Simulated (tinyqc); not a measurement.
# Thickness from two neighbouring fringes

Inverse problem. At normal incidence a transparent film with an index between those of air and substrate, taken as constant, has reflectance minima at 2 n1 d = (m + 1/2) lam (small phase shifts at the substrate neglected). Find d and the order m of the shorter wavelength.

Inputs (values chosen for the exercise):
- n1 = 2.034 (index of the transparent film)

wavelengths of two neighbouring reflectance minima (nm): 468  553.09091

Answer. Neighbouring orders differ by one: 2 n1 d (1/lam1 - 1/lam2) = 1.

d = 748 nm
m = 6

Program tinyqc, `OMP_NUM_THREADS=1 python tinyqc.py 2870142 2870143 out.jsonl`; Intel Xeon 2.30GHz, shared host, one thread, about 0.01 s.
